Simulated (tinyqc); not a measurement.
Localisation in a chain with random site energies (transfer matrices): sweeps and comparisons. A value that a table varies takes the place of the one given here.

Hopping -t; leads with site energy 0, E = -2t cos(ka). psi_(j+1) = ((e_j - E)/t) psi_j - psi_(j-1), a product of matrices M_j = [[(e_j - E)/t, -1], [1, 0]]. For M = M_N ... M_1 the transmission is T = 4 sin^2(ka)/|M21 - M12 + M22 exp(ika) - M11 exp(-ika)|^2. Long samples draw e_j = W (x_j/2147483647 - 1/2) from x_j = 16807 x_(j-1) mod 2147483647, starting at x0. The localisation length xi, in sites, is defined by ln T = -2N/xi on average; weak disorder gives xi = 24 (4t^2 - E^2)/W^2, and the mean free path for backscattering is xi/2.

Numerical xi = N/ln sqrt(psi_(N+1)^2 + psi_N^2) for N = 20000 sites from psi_1 = 1, psi_0 = 0; its statistical error is about xi sqrt(xi/N).

Parameters, chosen for this exercise:

| symbol | value | unit | meaning |
|---|---|---|---|
| t | 1.21 | eV | hopping |
| E | -0.75 | eV | energy |
| x0 | 1946 |  | start of the number sequence |
| W | 2.67 | eV | full width of the disorder |

## Localisation length against disorder

The same number sequence scaled by W.

xi (sites):

| W/t | W (eV) | numerical | error | weak disorder | strong: 1/(ln(W/2t) - 1) |
|---|---|---|---|---|---|
| 1.0 | 1.210 | 84.163 | 5.460 | 86.779 | - |
| 1.5 | 1.815 | 36.810 | 1.579 | 38.569 | - |
| 2.0 | 2.420 | 21.858 | 0.723 | 21.695 | - |
| 3.0 | 3.630 | 9.543 | 0.208 | 9.642 | - |
| 4.0 | 4.840 | 5.596 | 0.094 | 5.424 | - |
| 6.0 | 7.260 | 2.776 | 0.033 | 2.411 | - |
| 10.0 | 12.100 | 1.394 | 0.012 | 0.868 | 1.641 |
| 16.0 | 19.360 | 0.886 | 0.006 | 0.339 | 0.926 |

What can be read from the table?

At W = t the numerical value is 84.2 +/- 5.5 against 86.8, and at 2t 21.86 +/- 0.72 against 21.69. The weak-disorder formula is within 15 % for W/t = 1, 1.5, 2, 3, 4 and 6; at W = 16t it gives 0.34 and the strong-disorder form 0.93, against 0.89. All states of the chain are localised; disorder only sets the length.

## From ballistic to localised

200 samples of each length, cut one after another from the start of the sequence. Typical T = exp(mean ln T). Ohmic: 1/(1 + 2N/xi); localised: exp(-2N/xi), both with the weak-disorder xi.

Transmission:

| N | mean T | typical T | spread of ln T | ohmic | localised |
|---|---|---|---|---|---|
| 2 | 0.804 | 0.785 | 0.230 | 0.817 | 0.799 |
| 5 | 0.617 | 0.562 | 0.469 | 0.641 | 0.571 |
| 10 | 0.420 | 0.305 | 0.909 | 0.471 | 0.326 |
| 20 | 0.228 | 0.0980 | 1.581 | 0.308 | 0.106 |
| 40 | 0.0837 | 0.0124 | 2.492 | 0.182 | 0.0112 |
| 80 | 0.00968 | 0.000162 | 3.595 | 0.100 | 0.000126 |

What does this show?

With xi = 17.8 sites, mean and typical T are 0.617 and 0.562 at N = 5, and 0.00968 and 0.000162 at N = 80, where ln T scatters by 3.6. The slope of ln(typical T) between 40 and 80 sites gives xi = 18.4, uncertain by about 7 % from the scatter of 200 samples. At N = 80 the ohmic law gives 620 times the typical value: a single channel has no ohmic range beyond a mean free path, and the mean is carried by rare resonant samples.

## What each parameter does

Numerical and weak-disorder xi. Each row changes one parameter from the base and keeps the others.

Results:

| case | numerical xi (sites) | weak-disorder xi (sites) |
|---|---|---|
| base | 18.07 | 17.82 |
| t = 1.391 eV | 23.17 | 24.16 |
| E = -0.52 eV | 18.56 | 18.81 |
| W = 3.204 eV | 12.36 | 12.38 |
| x0 = 1947 | 17.55 | 17.82 |

What can be read from the table?

The largest shifts from the base row, up to three for each result and ties (the steps differ in size, so this ranks the rows, not the parameters). numerical xi (sites): W -5.72, t +5.09, x0 -0.52. weak-disorder xi (sites): t +6.34, W -5.45, E +0.98; unchanged at the printed digits by x0. A new x0 is another sample of the same disorder; its shift is one draw of the statistical scatter, about xi sqrt(xi/N); the other rows share one sample, so their errors are correlated.

(tinyqc, `OMP_NUM_THREADS=1 python tinyqc.py 1480678 1480679 out.jsonl`, Intel(R) Xeon(R) Processor @ 2.30GHz, 1 thread, shared host, about 0.08 s.)
